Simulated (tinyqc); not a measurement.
Non-radiative capture by multiphonon emission, one effective mode: one step, computed by the program tinyqc. Command: `OMP_NUM_THREADS=1 python tinyqc.py 3015559 3015560 out.jsonl capture walk`. One thread of a shared host (Intel(R) Xeon(R) Processor @ 2.30GHz), about 0.02 s of CPU time with the checks.

The initial state (free carrier plus empty centre) lies dE above the final state; both have the same frequency and are displaced by dQ.

Problem. Geometry of the two curves. dQ = sqrt(2 S (hbar^2/u)/hbar omega); relaxation energy lambda = S hbar omega; phonons needed P = dE/hbar omega; classical barrier E_b = (dE - lambda)^2/(4 lambda); occupation n = 1/(exp(hbar omega/k_B T) - 1).

Inputs (values chosen for the exercise, with mass, screening and phonons like those of CdTe): energy released dE = 0.186 eV; phonon energy hbar omega = 10.3 meV; Huang-Rhys factor S = 4.37; temperature T = 77 K.

Centre: attractive.

Constants: hbar^2/u = 4.18015928e-03 eV angstrom^2; k_B = 8.617333262e-05 eV/K.

Give: dQ; lambda; P; classical barrier E_b; occupation n.

Solution.

dQ = 1.883 u^(1/2) angstrom

lambda = 0.045011 eV

P = 18.06

classical barrier E_b = 0.1104 eV

occupation n = 0.2687

dE exceeds lambda: the inverted case usual for deep centres, in which the curves cross on the far side of the initial minimum.
